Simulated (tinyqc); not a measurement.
Implant damage, amorphisation by cascade overlap, and solid-phase epitaxial regrowth. Changing the dose Q. Computed by tinyqc, a small Python program. Command: `OMP_NUM_THREADS=1 python tinyqc.py 3111516 3111517 out.jsonl sper sweep`. One thread of a shared host (Intel(R) Xeon(R) Processor @ 2.30GHz), about 0.01 s of CPU time with the checks.

Range and width of the damage are inputs. Dynamic annealing enters only through the surviving share f.

Inputs (values chosen for the exercise, modelled on germanium ions in silicon):

| quantity | value | unit |
|---|---|---|
| atomic density N | 49.9 | 1/nm^3 |
| ion Z1 | 32 | - |
| ion mass M1 | 72.6 | u |
| target Z2 | 14 | - |
| target mass M2 | 28.09 | u |
| ion energy E | 20 | keV |
| displacement energy E_d | 17 | eV |
| depth of the damage peak R_d | 12 | nm |
| width of the damage profile s_d | 6.4 | nm |
| share of defects that survive f | 0.75 | - |
| critical displaced share x_c | 0.098 | - |
| regrowth prefactor v0 | 3.3e+15 | nm/s |
| regrowth energy E_a | 2.72 | eV |
| anneal temperature | 663 | C |
| rate relative to (100) | 1 | - |
| peak enhancement by the dopant | 9.3 | - |

Constants: a_0 = 0.529177210903 angstrom; e^2/(4 pi eps_0) = 14.39964548 eV angstrom; k_B = 8.617333262e-05 eV/K.

Method:
- Robinson partition: eps = E a M2/(Z1 Z2 (e^2/(4 pi eps_0)) (M1 + M2)), a = 0.8853 a_0/sqrt(Z1^(2/3) + Z2^(2/3)); k = 0.0793 Z1^(2/3) Z2^(1/2) (M1 + M2)^(3/2)/((Z1^(2/3) + Z2^(2/3))^(3/4) M1^(3/2) M2^(1/2)); damage energy T_d = E/(1 + k (eps + 0.40244 eps^(3/4) + 3.4008 eps^(1/6))); displacements nu = 0.8 T_d/(2 E_d).
- Displaced share x(z) = f nu Q exp(-(z - R_d)^2/(2 s_d^2))/(sqrt(2 pi) s_d N); the layer is amorphous where x > x_c, between R_d -/+ s_d sqrt(2 ln(x_max/x_c)), the upper edge being cut at the surface. Threshold dose Q_c = Q x_c/x_max.
- Displaced atoms per area beyond the lower edge z2: f nu Q (1/2) erfc((z2 - R_d)/(sqrt2 s_d)); they are not removed by regrowth.
- v = v0 x orientation factor x exp(-E_a/(k_B T)) x [1 + (enhancement - 1) exp(-(z - R_d)^2/(2 s_d^2))], T = anneal temperature + 273.15 K; the dopant is taken to follow the damage profile; the lower front moves from the lower edge z2 to the surface, or to the middle (z1 + z2)/2 of a buried layer with upper edge z1; time = int dz/v; the equivalent undoped distance is that time times the undoped velocity.

One run for each value:

| dose Q (1/cm^2) | lower edge (nm) | upper edge (nm) | displaced atoms beyond z2 (1/cm^2) | time with enhancement (s) |
|---|---|---|---|---|
| 6.20e+13 | 19.95 | 4.049 | 1.817e+15 | 0.145 |
| 1.30e+14 | 23.13 | 0.870 | 1.460e+15 | 0.260 |
| 2.60e+14 | 25.44 | 0.000 | 1.271e+15 | 0.699 |
| 5.40e+14 | 27.51 | 0.000 | 1.137e+15 | 0.866 |
| 1.10e+15 | 29.29 | 0.000 | 1.041e+15 | 1.047 |
| 2.30e+15 | 30.95 | 0.000 | 9.638e+14 | 1.239 |
| 4.70e+15 | 32.44 | 0.000 | 9.036e+14 | 1.424 |
| 9.70e+15 | 33.84 | 0.000 | 8.529e+14 | 1.604 |
| 2.00e+16 | 35.16 | 0.000 | 8.100e+14 | 1.777 |

Describe the trends.

Over the rows, lower edge (nm) rises from 20.0 to 35.2 (exponent d ln y / d ln x 0.20 between the first rows and 0.053 between the last); upper edge (nm) falls from 4.05 to 0, flat over part of the range; displaced atoms beyond z2 (1/cm^2) falls from 1.82e15 to 8.10e14 (exponent d ln y / d ln x -0.30 between the first rows and -0.071 between the last).  Left out: 3.00e13 (the dose does not amorphise).
